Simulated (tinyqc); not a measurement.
# p-n heterojunction, non-linear Poisson equation by Newton steps, Boltzmann statistics: effects of single changes

One dimension, material 1 (p-type) at x < 0 and material 2 (n-type) at x > 0. Band edges: Ec = -psi in material 1 and -psi + dEc in material 2, Ev = Ec - Eg. Flat quasi-Fermi levels: 0 for holes, +V for electrons. n = Nc F((EFn - Ec)/Vt), p = Nv F((Ev - EFp)/Vt), with F(eta) = exp(eta) (Boltzmann statistics); full ionisation, no interface charge, classical densities; the doping types are chosen for the exercise.

Inputs (values chosen for the exercise); band and dielectric values close to those of Ge and GaAs:
```
symbol    value   unit                                          meaning
T           300      K                                      temperature
Eg1       0.666     eV                           band gap of material 1
er1        15.8                     relative permittivity of material 1
Nc1     9.94e18  cm^-3  conduction-band density of states of material 1
Nv1     6.09e18  cm^-3     valence-band density of states of material 1
Eg2        1.43     eV                           band gap of material 2
er2        13.1                     relative permittivity of material 2
Nc2     4.46e17  cm^-3  conduction-band density of states of material 2
Nv2     8.93e18  cm^-3     valence-band density of states of material 2
dEc         0.2     eV                 conduction-band offset Ec2 - Ec1
N1       1.7e17  cm^-3                   acceptor density of material 1
N2         3e16  cm^-3                      donor density of material 2
V             0      V                    bias of side 1 against side 2
```

Constants: q = 1.602176634e-19 C, kB = 1.380649e-23 J/K, Vt = kB T/q, eps0 = 8.8541878128e-14 F/cm where lengths are in cm. Results are converted to the units shown.

Each table varies one quantity; the others keep the values above.

## Effect of the bias of side 1 against side 2

Exact first integral: on each side D^2/(2 eps0 er) = G, G = q [Vt (nI_j - nI_b) + Vt (pI_j - pI_b) - C (psi_j - psi_b)], with C = -N1 or +N2, b the neutral end of that side, and nI, pI the densities themselves. D is continuous, so er1 G1(psi_j) = er2 G2(psi_j) fixes psi_j. Ends from Nv1 F((-psi_L - Eg1)/Vt) = N1 and Nc2 F((V + psi_R - dEc)/Vt) = N2. D is counted positive when psi rises towards material 2. Depletion (Anderson) capacitance C^2 = q eps0 er1 er2 N1 N2/(2 (er1 N1 + er2 N2)(psi_R - psi_L)). -dD/dV is the change of the displacement at the interface with both quasi-Fermi levels flat; it is the terminal capacitance only while neither side holds an inversion layer. n_j and p_j are densities at the interface.

Results:
```
V (V)	psi_R - psi_L (V)	psi_j - psi_L (V)	psi_R - psi_j (V)	D/q (cm^-2)	n_j in 1 (cm^-3)	p_j in 2 (cm^-3)	-dD/dV (nF/cm^2)	depletion C (nF/cm^2)
0.2	0.5037	0.08261	0.4211	4.143e11	1.291e14	3.421e6	72.82	69.48
-0.71	1.414	0.1997	1.214	7.184e11	6.171	3.692e4	42.25	41.47
-1.17	1.874	0.2584	1.615	8.309e11	1.120e-6	3809	36.53	36.03
-1.63	2.334	0.3171	2.017	9.299e11	2.032e-13	393.0	32.64	32.28
-2.09	2.794	0.3758	2.418	1.019e12	3.686e-20	40.56	29.78	29.50
-2.54	3.244	0.4333	2.810	1.100e12	9.372e-27	4.397	27.60	27.38
-3	3.704	0.4920	3.212	1.176e12	1.700e-33	0.4538	25.80	25.62
```

Estimate the missing row, V = -0.26 V.

Computed row:
```
V (V)	psi_R - psi_L (V)	psi_j - psi_L (V)	psi_R - psi_j (V)	D/q (cm^-2)	n_j in 1 (cm^-3)	p_j in 2 (cm^-3)	-dD/dV (nF/cm^2)	depletion C (nF/cm^2)
-0.26	0.9637	0.1422	0.8215	5.879e11	2.420e7	3.417e5	51.61	50.23
```

With this row back in the table: As V goes from 0.2 to -3, the total bending rises from 0.504 to 3.70 V and the sheet charge D/q rises from 4.14e11 to 1.18e12 cm^-2; the share of the bending in material 1 falls from 16.4 to 13.3 %. The capacitance departs most from the depletion formula at V = 0.2, where it is 4.8 % above it.

## Effect of the donor density of material 2

Same model as above.

Effect of the donor density of material 2:
```
N2 (cm^-3)	psi_R - psi_L (V)	psi_j - psi_L (V)	psi_R - psi_j (V)	D/q (cm^-2)	n_j in 1 (cm^-3)	p_j in 2 (cm^-3)	-dD/dV (nF/cm^2)	depletion C (nF/cm^2)
1.5e15	0.6263	0.01643	0.6098	1.126e11	4.358e9	4.424e7	15.21	14.86
2.7e15	0.6415	0.02306	0.6184	1.522e11	5.632e9	3.424e7	20.13	19.65
4.8e15	0.6563	0.03250	0.6238	2.039e11	8.112e9	2.377e7	26.45	25.77
8.6e15	0.6714	0.04673	0.6247	2.731e11	1.407e10	1.371e7	34.78	33.80
1.5e16	0.6858	0.06729	0.6185	3.588e11	3.117e10	6.186e6	44.94	43.52
2.8e16	0.7019	0.1036	0.5984	4.818e11	1.268e11	1.521e6	59.18	57.11
5e16	0.7169	0.1562	0.5607	6.223e11	9.718e11	1.984e5	74.89	72.18
8.9e16	0.7318	0.2317	0.5001	7.818e11	1.802e13	1.070e4	92.07	88.77
```

As N2 goes from 1.5e15 to 8.9e16, the total bending rises from 0.626 to 0.732 V and the sheet charge D/q rises from 1.13e11 to 7.82e11 cm^-2; the share of the bending in material 1 rises from 2.62 to 31.7 %. The capacitance departs most from the depletion formula at N2 = 5e16, where it is 3.8 % above it.

tinyqc, about 0.04 s, one thread, Intel Xeon 2.30GHz (shared host): `OMP_NUM_THREADS=1 python tinyqc.py 2040044 2040045 out.jsonl`
